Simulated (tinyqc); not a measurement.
Non-radiative capture by multiphonon emission, one effective mode: one step, computed by the program tinyqc.

The initial state (free carrier plus empty centre) lies dE above the final state; both have the same frequency and are displaced by dQ.

Question. Geometry of the two curves. dQ = sqrt(2 S (hbar^2/u)/hbar omega); relaxation energy lambda = S hbar omega; phonons needed P = dE/hbar omega; classical barrier E_b = (dE - lambda)^2/(4 lambda); occupation n = 1/(exp(hbar omega/k_B T) - 1).

Inputs (values chosen for the exercise, with mass, screening and phonons like those of AlN):
```
quantity,value,unit
energy released dE,1.12,eV
phonon energy hbar omega,61.8,meV
Huang-Rhys factor S,6.1,-
temperature T,300,K
```

Centre: neutral.

Constants: hbar^2/u = 4.18015928e-03 eV angstrom^2; k_B = 8.617333262e-05 eV/K.

Give: dQ; lambda; P; classical barrier E_b; occupation n.

Answer.

dQ = 0.9084 u^(1/2) angstrom

lambda = 0.37698 eV

P = 18.12

classical barrier E_b = 0.3661 eV

occupation n = 0.1008

dE exceeds lambda: the inverted case usual for deep centres, in which the curves cross on the far side of the initial minimum.
